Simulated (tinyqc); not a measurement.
RHF in the 6-31g basis, for H3+, spin multiplicity 1, step by step. One step of it, computed by the program tinyqc.

Task: Iteration 3: DIIS coefficients. Solve [B -1; -1 0][c; lambda] = [0; -1] for the coefficients, which sum to one.

B (overlaps of the stored error matrices):
$$\begin{pmatrix}
1.7504296e-01 & 1.9478620e-02 & 3.0689959e-04 \\
1.9478620e-02 & 2.4409299e-03 & 8.1011697e-05 \\
3.0689959e-04 & 8.1011697e-05 & 8.8831404e-06
\end{pmatrix}$$

Give: DIIS coefficients.

Result:

DIIS coefficients: [0.0203, -0.2010, 1.1807]
